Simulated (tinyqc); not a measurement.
# Strained Delta valleys, repopulation and conductivity mass: mobility against stress

A cubic crystal with three pairs of conduction valleys along x, y and z under uniaxial stress X along [100] (X > 0 is tension); current along [100]. Non-degenerate electrons, fixed total density, one relaxation time for all valleys and stresses, masses unchanged by strain, so the mobility goes as the mean inverse mass.

Stress s_ij = X a_i a_j with a the unit vector along [100]; strain e_ii = s11 s_ii + s12 (s_jj + s_kk), e_ij = s44 s_ij/2. Valley shift dE = Xu (n.e.n - trace(e)/3) with n the valley axis; share f proportional to exp(-dE/Vt). Inverse mass along the current d = [100]: (n.d)^2/ml + (1 - (n.d)^2)/mt; mu/mu0 = sum f (1/m) over the plain mean of 1/m. The linear estimate is 1 - pi X with pi the small-stress slope -d(mu/mu0)/dX.

Inputs (values chosen for the exercise); values close to those of silicon: temperature T = 293 K; compliance s11 = 7.69 1/TPa; compliance s12 = -2.08 1/TPa; compliance s44 = 12.7 1/TPa; shear deformation potential Xu = 8.84 eV; longitudinal mass ml = 0.91 m0; transverse mass mt = 0.195 m0.

Constants: q = 1.602176634e-19 C, kB = 1.380649e-23 J/K, Vt = kB T/q. Results are converted to the units shown.

Mobility against stress:
```
X (MPa)  splitting (meV)  largest share  mu/mu0  linear estimate
25                 2.159         0.3427   1.020            1.020
50                 4.318         0.3518   1.039            1.040
100                8.637         0.3690   1.076            1.081
200                17.27         0.3993   1.140            1.162
400                34.55         0.4435   1.235            1.324
700                60.46         0.4782   1.308            1.566
1000               86.37         0.4920   1.338            1.809
1500               129.6         0.4985   1.352            2.214
2500               215.9         0.5000   1.355            3.023
```

What does the table show?

The ratio mu/mu0 rises from 1.02 to 1.35; pi = -80.9e-11 1/Pa. The linear estimate of the change is 1.015 times the computed change in the first row and 5.70 times it in the last: once the splitting is several Vt (Vt = 25.2 meV) the upper valleys are nearly empty and little is left to move. At X = 2500 MPa the stress passes 1.5 GPa, where intervalley scattering and masses change too.

Computed by the program tinyqc: `OMP_NUM_THREADS=1 python tinyqc.py 2530127 2530128 out.jsonl`, one thread of a shared Intel Xeon 2.30GHz, about 0.01 s for the whole run.
